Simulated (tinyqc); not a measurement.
Longitudinal sound in a periodic multilayer: transfer matrices, stop bands and folded phonons: one step, computed by the program tinyqc.

Layers 1 and 2 repeat with period d = d_1 + d_2; waves travel normal to the layers, without loss. State vector (u, s): displacement u and stress divided by omega. Impedances Z = rho v are in 1e6 kg/(m^2 s).

Task: Impedances, mean velocity and Bragg frequency. Z = rho v; interface reflection r = (Z_2 - Z_1)/(Z_2 + Z_1) (stress amplitude, from 1 into 2); Bragg frequency f_B = 1/[2 (d_1/v_1 + d_2/v_2)]; long-wave velocity v_eff = d/sqrt[(d_1/v_1)^2 + (d_2/v_2)^2 + (Z_1/Z_2 + Z_2/Z_1)(d_1/v_1)(d_2/v_2)].

Inputs (values chosen for the exercise, modelled on silica (layer 1), hafnia (layer 2) and silicon (substrate)):
```
quantity            value    unit
density rho_1        2.21  g/cm^3
velocity v_1         6060     m/s
thickness d_1         351      nm
density rho_2        9.52  g/cm^3
velocity v_2         5410     m/s
thickness d_2         535      nm
substrate density    2.37  g/cm^3
substrate velocity   8420     m/s
```

Give: Z_1; Z_2; Z of the substrate; interface reflection r; Bragg frequency f_B; long-wave velocity v_eff.

Result:

Z_1 = 13.3926

Z_2 = 51.5032

Z of the substrate = 19.9554

interface reflection r = 0.5873

Bragg frequency f_B = 3.189 GHz

long-wave velocity v_eff = 4628 m/s
